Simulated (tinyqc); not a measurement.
Shallow donor in an anisotropic valley (effective-mass theory): one step. Scan over the shape. Four cases, with inputs chosen for the exercise.

Question. For each ratio b/a = 0.2, 0.3, ..., 0.9 the best scale follows from a = -2 T1/V1, with T1 and V1 taken at a = 1 angstrom.

One valley: H = -c [(d2/dx2 + d2/dy2)/mt + (d2/dz2)/ml] - q/(eps r), c = hbar^2/2m0, q = e^2/(4 pi eps0). Trial function exp(-sqrt((x^2 + y^2)/a^2 + z^2/b^2)) with a > b: T = (c/3)(2/(mt a^2) + 1/(ml b^2)), V = -(q/eps) atan(u/b)/u, u = sqrt(a^2 - b^2). The central cell of the impurity is left out.

Constants: hbar^2/2m0 = 3.80998211 eV angstrom^2; e^2/(4 pi eps0) = 14.39964547 eV angstrom.

Give: Scan.

Case 1.

Values chosen (out of a larger set: near those of GaP; not measured data):
- ml = 1.923 m0 (longitudinal mass)
- mt = 0.255 m0 (transverse mass)
- eps = 11.5 (dielectric constant)

Answer.

Scan:

| b/a | a (angstrom) | b (angstrom) | E (meV) |
|---|---|---|---|
| 0.2 | 30.25 | 6.05 | -28.926 |
| 0.3 | 20.82 | 6.25 | -39.914 |
| 0.4 | 17.79 | 7.12 | -44.513 |
| 0.5 | 16.65 | 8.32 | -45.477 |
| 0.6 | 16.25 | 9.75 | -44.647 |
| 0.7 | 16.22 | 11.35 | -42.997 |
| 0.8 | 16.37 | 13.10 | -41.015 |
| 0.9 | 16.63 | 14.97 | -38.944 |

The best listed ratio is 0.5; (mt/ml)^(1/2) = 0.36 and (mt/ml)^(1/3) = 0.51 are common guesses.

Case 2.

Values chosen (out of a larger set: near those of AlAs; not measured data):
- ml = 1.099 m0 (longitudinal mass)
- mt = 0.196 m0 (transverse mass)
- eps = 10.3 (dielectric constant)

Answer.

Scan:

| b/a | a (angstrom) | b (angstrom) | E (meV) |
|---|---|---|---|
| 0.2 | 42.83 | 8.57 | -22.809 |
| 0.3 | 27.81 | 8.34 | -33.363 |
| 0.4 | 22.83 | 9.13 | -38.736 |
| 0.5 | 20.80 | 10.40 | -40.636 |
| 0.6 | 19.96 | 11.97 | -40.601 |
| 0.7 | 19.67 | 13.77 | -39.571 |
| 0.8 | 19.69 | 15.76 | -38.066 |
| 0.9 | 19.89 | 17.90 | -36.365 |

The best listed ratio is 0.5; (mt/ml)^(1/2) = 0.42 and (mt/ml)^(1/3) = 0.56 are common guesses.

Case 3.

Values chosen (out of a larger set: near those of a group-V donor in Si; not measured data):
- ml = 0.939 m0 (longitudinal mass)
- mt = 0.189 m0 (transverse mass)
- eps = 11.7 (dielectric constant)

Answer.

Scan:

| b/a | a (angstrom) | b (angstrom) | E (meV) |
|---|---|---|---|
| 0.2 | 54.94 | 10.99 | -15.656 |
| 0.3 | 34.85 | 10.46 | -23.433 |
| 0.4 | 28.13 | 11.25 | -27.674 |
| 0.5 | 25.33 | 12.67 | -29.375 |
| 0.6 | 24.11 | 14.46 | -29.587 |
| 0.7 | 23.64 | 16.54 | -28.999 |
| 0.8 | 23.56 | 18.85 | -28.007 |
| 0.9 | 23.73 | 21.36 | -26.834 |

The best listed ratio is 0.6; (mt/ml)^(1/2) = 0.45 and (mt/ml)^(1/3) = 0.59 are common guesses.

Case 4.

Values chosen (out of a larger set: near those of AlAs; not measured data):
- ml = 1.108 m0 (longitudinal mass)
- mt = 0.183 m0 (transverse mass)
- eps = 9.7 (dielectric constant)

Answer.

Scan:

| b/a | a (angstrom) | b (angstrom) | E (meV) |
|---|---|---|---|
| 0.2 | 41.00 | 8.20 | -25.303 |
| 0.3 | 27.02 | 8.11 | -36.464 |
| 0.4 | 22.41 | 8.97 | -41.887 |
| 0.5 | 20.57 | 10.29 | -43.627 |
| 0.6 | 19.83 | 11.90 | -43.380 |
| 0.7 | 19.62 | 13.73 | -42.138 |
| 0.8 | 19.69 | 15.75 | -40.440 |
| 0.9 | 19.91 | 17.92 | -38.566 |

The best listed ratio is 0.5; (mt/ml)^(1/2) = 0.41 and (mt/ml)^(1/3) = 0.55 are common guesses.

Computed by tinyqc, one run a case: `OMP_NUM_THREADS=1 python tinyqc.py N N+1 out.jsonl` with N = 1281369, 1281456, 1281792, 1282342; one thread of a shared Intel(R) Xeon(R) Processor @ 2.30GHz, about 0.01 s a run at most.
